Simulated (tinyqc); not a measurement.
# Electron mobility in a silicon inversion layer, empirical terms and Matthiessen rule: what changes with what

Inversion layer of sheet density Ns on a uniformly doped body. The mobility terms are empirical power laws with prefactors chosen for the exercise; adding their inverses (Matthiessen) is itself an approximation.

Inputs (values chosen for the exercise); material values close to those of silicon:
- T = 300 K (temperature)
- Eg = 1.13 eV (band gap)
- eps_r = 11.7 (relative permittivity of the semiconductor)
- Nc = 2.85e19 cm^-3 (conduction-band density of states at T)
- Nv = 2.61e19 cm^-3 (valence-band density of states at T)
- Nb = 7.1e16 cm^-3 (body doping)
- Vsb = 0 V (reverse body bias)
- eta = 0.5 (weight of the inversion charge in the effective field)
- Ap = 391 cm^2/(V s) (phonon-limited mobility at 1 MV/cm and 300 K)
- As = 1180 cm^2/(V s) (roughness-limited mobility at 1 MV/cm)
- gs = 2 (exponent of the roughness term)
- Ac = 3800 cm^2/(V s) (Coulomb prefactor)
- Nit = 1.2e11 cm^-2 (charge at the interface)
- Ns = 1.8e12 cm^-2 (inversion density)

Constants: q = 1.602176634e-19 C, kB = 1.380649e-23 J/K, Vt = kB T/q, eps0 = 8.8541878128e-14 F/cm where lengths are in cm. Results are converted to the units shown.

Each table varies one quantity; the others keep the values above.

## Effect of the reverse body bias

ni = sqrt(Nc Nv) exp(-Eg/(2 Vt)), Eg in volts; Ndep = sqrt(2 eps0 eps_r Nb (2 Vt ln(Nb/ni) + Vsb)/q); E = q (Ndep + eta Ns)/(eps0 eps_r), in MV/cm. With t = T/(300 K): muC = Ac (Ns/1e12 cm^-2) t/(Nb/1e17 cm^-3 + Nit/1e11 cm^-2), muP = Ap E^(-1/3) t^(-1.75), muS = As E^(-gs); 1/mu is the sum of the inverses.

The same in every row: muC (cm^2/(V s)) = 3581.

Results:
```
Vsb (V)  E (MV/cm)  muP (cm^2/(V s))  muS (cm^2/(V s))  mu (cm^2/(V s))
0           0.2736             602.3           1.577e4            499.3
0.4         0.3030             582.1           1.285e4            481.9
0.8         0.3279             567.0           1.097e4            468.6
1.2         0.3499             554.9              9636            457.6
1.6         0.3698             544.7              8627            448.2
2.4         0.4052             528.4              7186            432.7
```

Estimate the missing row, Vsb = 2 V.

Computed row:
```
Vsb (V)  E (MV/cm)  muP (cm^2/(V s))  muS (cm^2/(V s))  mu (cm^2/(V s))
2           0.3882             536.0              7832            440.0
```

With this row back in the table: As Vsb goes from 0 to 2.4 V, E rises from 0.274 to 0.405 MV/cm and mu falls from 499 to 433 cm^2/(V s). The phonon term is the smallest in the first and the last row.

## Effect of the charge at the interface

Same model as above.

The same in every row: E (MV/cm) = 0.27358; muP (cm^2/(V s)) = 602.30; muS (cm^2/(V s)) = 15766.

Results:
```
Nit (cm^-2)  muC (cm^2/(V s))  mu (cm^2/(V s))
1e10                   8444.4           542.85
3.2e10                 6640.8           533.53
1e11                   4000.0           506.66
1e12                   638.66           304.00
3.2e12                 209.11           153.71
1e13                   67.918           60.800
```

Estimate the missing row, Nit = 3.2e11 cm^-2.

Computed row:
```
Nit (cm^-2)  muC (cm^2/(V s))  mu (cm^2/(V s))
3.2e11                 1749.4           435.66
```

With this row back in the table: As Nit goes from 1e10 to 1e13 cm^-2, E stays at 0.274 MV/cm and mu falls from 543 to 60.8 cm^2/(V s). The smallest term is the phonon one in the first row and the Coulomb one in the last.

tinyqc, about 0.01 s, one thread, Intel Xeon 2.30GHz (shared host): `OMP_NUM_THREADS=1 python tinyqc.py 2510020 2510021 out.jsonl`
